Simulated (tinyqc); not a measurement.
Inside a calculation: interband optics of a two-band s-p chain from momentum matrix elements. Values are carried at full precision from step to step, so a last printed digit may differ when a step is redone from the rounded ones.

H(k) = [[Es - 2 ts cos ka, 2i V sin ka], [-2i V sin ka, Ep_ + 2 tp cos ka]] in the basis s, p; the lower band is full, with two electrons a cell. The velocity operator times hbar is W = dH/dk (eV angstrom); intra-atomic dipoles are left out.

Constants: hbar^2/2m0 = 3.80998211 eV angstrom^2; e^2/(4 pi eps0) = 14.39964547 eV angstrom.

Inputs chosen for the exercise:
- a = 4.06 angstrom (period)
- Es = 1.61 eV (upper orbital (s))
- Ep_ = -2.32 eV (lower orbital (p))
- ts = 0.39 eV (s-s hopping)
- tp = 0.35 eV (p-p hopping)
- V = 1.36 eV (s-p hopping)
- k = 0.28 2 pi/a (wave vector)
- N = 10 (k points)
- Ar = 13.9 angstrom^2 (cross-section per chain)
- eta = 0.15 eV (Lorentzian half width)
- E = 5.1 eV (photon energy)

## Hamiltonian and velocity at one k

Form H and W = dH/dk.

H (eV):
```
          s        p
s    1.7562  2.6718i
p  -2.6718i  -2.4512
```

W (eV angstrom):
```
         s         p
s   3.1107  -2.0693i
p  2.0693i   -2.7917
```

## Matrix element between the bands

Diagonalise H, transform W, and form w = |W_cv|^2, the Kane-type energy w/c and the oscillator strength f = w/(c D), c = hbar^2/2m0, D = Ec - Ev.

Ev, Ec (eV): -3.7481  3.0531

weights:
```
        v       c
s  0.1907  0.8093
p  0.8093  0.1907
```

slopes dEv/dk, dEc/dk (eV angstrom): -0.040  0.359

w = 12.952 eV^2 angstrom^2
w/c = 3.399 eV
f = 0.500

## Transitions on the mesh

At each k_j = (j + 1/2)/N (2 pi/a) up to the zone edge give D = Ec - Ev, w = |<c|W|v>|^2 and f = w/(c D), c = hbar^2/2m0; the other half of the zone repeats the values.

Transitions:
```
k (2 pi/a)  D (eV)  w (eV^2 angstrom^2)      f
0.0500      3.0313               67.648  5.857
0.1500      5.3603                2.924  0.143
0.2500      6.7111                5.931  0.232
0.3500      6.5122               41.306  1.665
0.4500      5.5960              106.018  4.973
```

D runs from 3.031 to 6.711 eV on the mesh; f is largest at k = 0.0500.

## Dielectric function from the table

With w(k) = |<c|W|v>|^2 and D(k) = Ec - Ev, on the mesh k_j = (j + 1/2)/N (2 pi/a): eps(E) = 1 + (8 pi e2/(a Ar)) mean_j (w/D^2) [1/(D - E - i eta) + 1/(D + E + i eta)], e2 = e^2/(4 pi eps0); light polarised along the chains, no local fields.

Take the mean over the rows. Also eps(0) at eta = 0, and the effective electrons per cell n_eff = 2 mean(f).

eps(E) = 7.536+3.045i
eps(0) = 9.265
n_eff = 5.148

On a mesh of 2000 points the values are 6.987+3.862i, 11.693 and 5.494. n_eff need not equal the 2 electrons of the cell: a two-orbital basis with chosen hoppings does not obey the sum rule of free electrons. E lies within, or within 2 eta of, the range of transitions of the band (2.45 to 6.80 eV); their spacing on this mesh (up to 2.33 eV) exceeds eta, so eps(E) depends on where the few mesh points fall.

## Checks

- Curvature of the lower band against <v|d2H/dk2|v> - 2 w/D (eV angstrom^2): both 32.08.
- Zone mean of 2 w/D against the zone mean of <v|d2H/dk2|v>, the f-sum rule of a full band (eV angstrom^2): both 20.930.

(tinyqc, `OMP_NUM_THREADS=1 python tinyqc.py 1681497 1681498 out.jsonl`, Intel(R) Xeon(R) Processor @ 2.30GHz, 1 thread, shared host, about 0.01 s.)
